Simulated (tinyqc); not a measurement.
# Changing the density-of-states mass of one valley m

Model: scattering rates of a carrier in a spherical band by Fermi's golden rule. Computed by tinyqc, a small Python program. Command: `OMP_NUM_THREADS=1 python tinyqc.py 3007068 3007069 out.jsonl scatter sweep`. One thread of a shared host (Intel(R) Xeon(R) Processor @ 2.30GHz), about 0.02 s of CPU time with the checks.

All processes here are isotropic or elastic, and the rate listed is the momentum relaxation rate.

Inputs (values chosen for the exercise, modelled on electrons in germanium):
```
quantity,value,unit
static permittivity eps_s,16,-
density rho,5323,kg/m^3
sound velocity v_l,5270,m/s
acoustic deformation potential D_A,11,eV
phonon energy hbar w,30.6,meV
optical or intervalley deformation potential D_o,4.9,1e8 eV/cm
final valleys Z_f,3,-
ionised impurity density N_I,1.8e+15,1/cm^3
temperature T,350,K
carrier energy E,70,meV
neutral impurity density N_n,7.8e+16,1/cm^3
```

Crystal: non-polar. Band: parabolic. Impurity formula: Brooks-Herring. Further scattering: neutral impurities.

Constants: k_B = 8.617333262e-05 eV/K; eps_0 = 8.8541878128e-12 F/m; k_B = 1.380649e-23 J/K; e = 1.602176634e-19 C; hbar = 1.054571817e-34 J s; m_0 = 9.1093837015e-31 kg; hbar = 6.582119569e-16 eV s.

Method:
- Phonon occupation N_q = 1/(exp(hbar w/(k_B T)) - 1).
- Debye screening by free carriers of density N_I: L_s = sqrt(eps_s eps_0 k_B T/(e^2 N_I)).
- Parabolic band: E = hbar^2 k^2/(2 m), speed v = hbar k/m, states per spin, volume and energy g(E) = m k/(2 pi^2 hbar^2). Masses are multiplied by m_0 and all formulas are in SI units.
- Acoustic deformation potential (elastic, equipartition, absorption and emission together): 1/tau = 2 pi k_B T D_A^2 g(E)/(hbar rho v_l^2).
- Singly charged impurities, momentum relaxation: 1/tau = N_I e^4 m (1 + 2 alpha E) Phi/(8 pi (eps_s eps_0)^2 hbar^3 k^3), with alpha = 0 for a parabolic band.
- Brooks-Herring: Phi = ln(1 + b) - b/(1 + b), b = 4 k^2 L_s^2.
- Optical or intervalley deformation potential: 1/tau = (pi Z_f D_o^2/(rho w)) [N_q g(E + hbar w) + (N_q + 1) g(E - hbar w)], with g = 0 below the band edge.
- Neutral impurities (Erginsoy): 1/tau = 20 N_n a_B hbar/m, a_B = 4 pi eps_s eps_0 hbar^2/(m e^2).
- Rates add: 1/tau_m is the sum, and the mean free path is v tau_m.

One run for each value:
```
density-of-states mass of one valley m (m_0),acoustic rate (1/s),ionised-impurity rate (1/s),momentum relaxation time tau_m (fs),mean free path (nm)
0.073,6.7106e+11,2.1664e+10,33.48,19.443
0.099,1.0598e+12,1.9313e+10,57.32,28.588
0.140,1.7823e+12,1.6919e+10,91.86,38.524
0.190,2.8178e+12,1.5037e+10,109.88,39.556
0.260,4.5106e+12,1.3306e+10,99.61,30.653
0.350,7.0450e+12,1.1837e+10,74.70,19.814
0.480,1.1315e+13,1.0442e+10,49.63,11.240
0.650,1.7830e+13,9.2487e+09,32.19,6.266
```

What does the table show, and why?

Over the rows, acoustic rate (1/s) rises from 6.71e11 to 1.78e13 (exponent d ln y / d ln x about 1.5 throughout); ionised-impurity rate (1/s) falls from 2.17e10 to 9.25e9 (exponent d ln y / d ln x -0.38 between the first rows and -0.40 between the last); momentum relaxation time tau_m (fs) goes from 33.5 through a maximum among these rows, 110 at 0.190, to 32.2. The exponent of acoustic rate stays at 1.5: g(E) scales as m^(3/2).

Caution (all rows): Erginsoy's formula holds for k a_B below about 0.5 and for dopants that stay neutral, which means low temperature; elsewhere it is only a rough constant rate.

Extremes, crossings and ranges named in words are read from the listed rows.
